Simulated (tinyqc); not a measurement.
Van der Pauw, Hall and four-point-probe measurements on a doped layer: two steps of the calculation.

A uniform p-type layer with sheet resistance Rs = 1/(q ns mu), point contacts, low field (mu B small).

Inputs (values chosen for the exercise): sheet density of the layer ns = 6e13 cm^-2; drift mobility mu = 41 cm^2/(V s); Hall factor rH = 1; magnetic field B = 0.5 T; current I = 500 uA; side ratio a/b of a rectangular sample with corner contacts ar = 1.8.

Constants: q = 1.602176634e-19 C. Results are converted to the units shown.

Question 1. Resistances and Hall voltage. Rs = 1/(q ns mu). For a rectangle with contacts at the corners, RA = (8 Rs/pi) sum_(k>=0) ln coth((2k + 1) pi a/(2 b)) with current along a short side b and voltage along the opposite one, RB the same with a and b exchanged; Hall voltage VH = rH B I/(q ns), negative for electrons.

Find: Rs; RA; RB; VH.

Answer 1.

Rs = 2537.2 ohm/square
RA = 45.233 ohm
RB = 2350.3 ohm
VH = 2.6006 mV

RB/RA = 52.0; for a square both equal Rs ln 2/pi = 560 ohm.

Question 2. New z. The van der Pauw equation exp(-pi RA z) + exp(-pi RB z) = 1 is solved for z = 1/Rs: e1 = exp(-pi RA z), e2 = exp(-pi RB z), f = e1 + e2 - 1, f' = -pi (RA e1 + RB e2), z(new) = z - f/f'.

z after iteration 1 = 0.29771581 mS
RA = 45.232883 ohm
RB = 2350.2700 ohm

Wanted: e1; e2; f; f'; z after iteration 2.

Answer 2.

e1 = 0.95858
e2 = 0.11100
f = 0.069578
f' = -0.95581 kohm
z after iteration 2 = 0.37051 mS

tinyqc, about 0.01 s, one thread, Intel Xeon 2.30GHz (shared host): `OMP_NUM_THREADS=1 python tinyqc.py 2850121 2850122 out.jsonl`
